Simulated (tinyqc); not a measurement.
# Shallow acceptor in the spherical model (Baldereschi-Lipari), strong spin-orbit limit, step by step

A worked calculation. Computed by tinyqc, a small Python program that keeps every step. Command: `OMP_NUM_THREADS=1 python tinyqc.py 3020518 3020519 out.jsonl acceptor walk`. One thread of a shared host (Intel(R) Xeon(R) Processor @ 2.30GHz), about 0.01 s of CPU time with the checks. Intermediate numbers are printed to about 6 digits and carried at full precision; extremes and crossings named in words are read from the listed rows.

The 1S(3/2) state has an s envelope f(r) and a d envelope g(r). In effective units they obey -(f'' + 2f'/r + 2f/r) + mu (g'' + 5g'/r + 3g/r^2) = E f and -(g'' + 2g'/r - 6g/r^2 + 2g/r) + mu (f'' - f'/r) = E g. The cubic term, the split-off band and the central cell are left out.

Inputs (values chosen for the exercise, modelled on InAs):

| quantity | value | unit |
|---|---|---|
| Luttinger gamma_1 | 20.1 | - |
| Luttinger gamma_2 | 8.28 | - |
| Luttinger gamma_3 | 9.07 | - |
| dielectric constant eps | 14.6 | - |
| functions per channel n | 1 | - |
| smallest exponent zeta_1 | 1.1 | 1/a* |
| ratio beta of exponents | 2 | - |

Constants: Ry = 13.605693123 eV; a_0 = 0.529177210903 angstrom.

## Effective units and couplings

Ry* = Ry/(gamma_1 eps^2), a* = a_0 eps gamma_1, mu = (6 gamma_3 + 4 gamma_2)/(5 gamma_1), delta = (gamma_3 - gamma_2)/gamma_1; spherical masses 1/(gamma_1 (1 - mu)) (heavy) and 1/(gamma_1 (1 + mu)) (light).

Ry* = 3.17555 meV

a* = 155.292 angstrom

mu = 0.871045

delta = 0.0393035

heavy-hole mass = 0.385802 m_0

light-hole mass = 0.0265901 m_0

## Matrices in a small basis

zeta_i = zeta_1 beta^(i-1), i = 1..n, in both channels. Basis: f_i = exp(-zeta_i r), g_i = r exp(-zeta_i r), weight r^2 dr, s = zeta_i + zeta_j. S_ff = 2/s^3, H_ff = zeta_i zeta_j S_ff - 2/s^2; S_gg = 24/s^5, H_gg = 8/s^3 + 24 zeta_i zeta_j/s^5 - 12/s^4; H(f_i, g_j) = mu (6 zeta_i^2/s^4 + 2 zeta_i/s^3); S_fg = 0. Each function is normalised by sqrt(S_ii).

H (Ry*):
```
         f1       g1
f1    -0.99  1.52127
g1  1.52127  1.72333
```

S:
```
    f1  g1
f1   1   0
g1   0   1
```

## Lowest level in the small basis

H c = E S c with c^T S c = 1 and the largest component positive; the d weight is the part of the norm in g.

E = -1.67166 Ry*

coefficients: f1 0.912572, g1 -0.408915

d weight = 0.167211

## Converged levels

Large basis: zeta_i = 0.08 x 1.55^(i-1), i = 1..20 in each channel; overlap eigenvalues below 1e-11 are dropped. Binding energies are -E Ry*; the mass that fits is E(1S) eps^2/Ry.

1S(3/2) binding in Ry* = 3.78499

1S(3/2) binding energy = 12.0194 meV

2S(3/2) binding energy = 3.65968 meV

d weight of 1S(3/2) = 0.360446

Hydrogenic mass that fits = 0.188308 m_0

The small basis recovers 44.2 % of the binding. The ratio 2S/1S is 0.304 against the hydrogenic 0.25. The fitted mass is 49 % of the heavy-hole mass.

## One mass for the acceptor?

Hydrogenic binding Ry m/eps^2; the density-of-states mass is (m_H^(3/2) + m_L^(3/2))^(2/3); errors are against the large basis.

1S binding energy:

| mass | value (m_0) | binding (meV) | error (%) |
|---|---|---|---|
| light hole | 0.026590 | 1.6972 | -85.879 |
| 1/gamma_1 | 0.049751 | 3.1755 | -73.580 |
| mean of heavy and light | 0.206196 | 13.1612 | 9.500 |
| heavy hole | 0.385802 | 24.6252 | 104.879 |
| density of states | 0.390442 | 24.9214 | 107.343 |

The coupled result, 12.02 meV, lies between the 1/gamma_1 value (no coupling) and the heavy-hole value; the closest single rule here is "mean of heavy and light", off by +9.5 %.

## Binding against mu

The formulas are those given above.

1S(3/2):

| mu | binding (Ry*) | d weight | binding x (1 - mu) |
|---|---|---|---|
| 0.10 | 1.00907 | 0.004236 | 0.908167 |
| 0.26 | 1.06509 | 0.028886 | 0.788168 |
| 0.50 | 1.29854 | 0.109789 | 0.649270 |
| 0.52 | 1.33183 | 0.119112 | 0.639277 |
| 0.80 | 2.58020 | 0.298280 | 0.516040 |
| 0.87 | 3.75770 | 0.359473 | 0.488501 |
| 0.90 | 4.76833 | 0.388180 | 0.476833 |
| 0.95 | 9.14465 | 0.440016 | 0.457233 |

The binding grows from 1.009 to 9.14 Ry*, slowly at first (second order in mu), while the d weight rises to 0.44. The last column, the binding in units of the heavy-hole Rydberg, falls to 0.457, towards about 0.44 as mu tends to 1.

Checks made by the program: mu = 0 against hydrogen, 1 and 1/4 (relative difference 4e-06); the coupling element from the adjoint operator (relative difference below 1e-10).
